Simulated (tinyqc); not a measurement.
Geometry relaxation of a small cluster: one step, computed by the program tinyqc.

E = sum_(i<j) phi(r_ij), phi(r) = eps [exp(-2 alpha (r - r0)) - 2 exp(-alpha (r - r0))]; the force on i is -sum_j phi'(r_ij) (R_i - R_j)/r_ij.

Question. Energy and forces at the start. Evaluate E and the forces at the starting positions.

Inputs (values chosen for the exercise, for model atoms): length r0 = 3.03 angstrom; well depth eps = 0.5 eV; stiffness alpha = 1.61 1/angstrom.

Potential: Morse. Method: FIRE.

starting positions (angstrom):
```
           x      y      z
atom 1  0.03   0.08   0.22
atom 2  3.18  -0.03  -0.11
atom 3  1.23   2.53   0.15
atom 4  1.51   0.84   2.67
atom 5  1.41   0.84  -2.58
```

Give: distances; energy at the start; forces.

Answer.

distances (angstrom): 1-2 3.1691, 1-3 2.7290, 1-4 2.9615, 1-5 3.2128, 2-3 3.2286, 2-4 3.3577, 2-5 3.1608, 3-4 3.0471, 3-5 3.2158, 4-5 5.2510

energy at the start = -4.1004 eV

forces (eV/angstrom):
```
              x        y        z
atom 1  -0.4334  -1.4537  -0.4250
atom 2  -0.7824   0.4318   0.1816
atom 3   0.9312   1.0238  -0.2944
atom 4   0.2937  -0.0235  -0.2281
atom 5  -0.0091   0.0217   0.7659
```
